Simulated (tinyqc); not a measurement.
# Trap density from one capacitance

Inverse problem. Traps spread evenly through the insulator exchange electrons with the semiconductor by tunnelling, with tau(x) = t0 exp(2 ka x) at depth x from the interface. The admittance per area Y seen at depth x obeys dY/dx = -Y^2/(i w eps0 eox) + q Nb ln(1 + i w tau)/tau, with Y(0) = i w Cs and w = 2 pi f; the gate sees Y(tox) = G + i w C. Working variable y = Y/(i w), in uF/cm^2. Cox = eps0 eox/tox. Find Nb and G/w.

Parameters, values chosen for the exercise:
- eox = 8.13 (relative permittivity of the insulator)
- tox = 9.7 nm (insulator thickness)
- Cs = 1.2 uF/cm^2 (semiconductor capacitance in accumulation)
- ka = 5.1 1/nm (decay constant of the wave function in the insulator)
- t0 = 3e-9 s (time constant of a trap at the interface)
- f = 1e6 Hz (frequency)

Constants: q = 1.602176634e-19 C, eps0 = 8.8541878128e-14 F/cm where lengths are in cm. Results are converted to the units shown.

C = 0.46464303 uF/cm^2

Solution. C rises steadily with Nb, so one density matches; in practice ka and t0 must come from the frequency dependence.

Nb = 5.000e18 cm^-3 eV^-1
G/w = 0.002019 uF/cm^2

Numbers from tinyqc (`OMP_NUM_THREADS=1 python tinyqc.py 2202142 2202143 out.jsonl`; about 0.5 s on one thread of a shared Intel Xeon 2.30GHz).
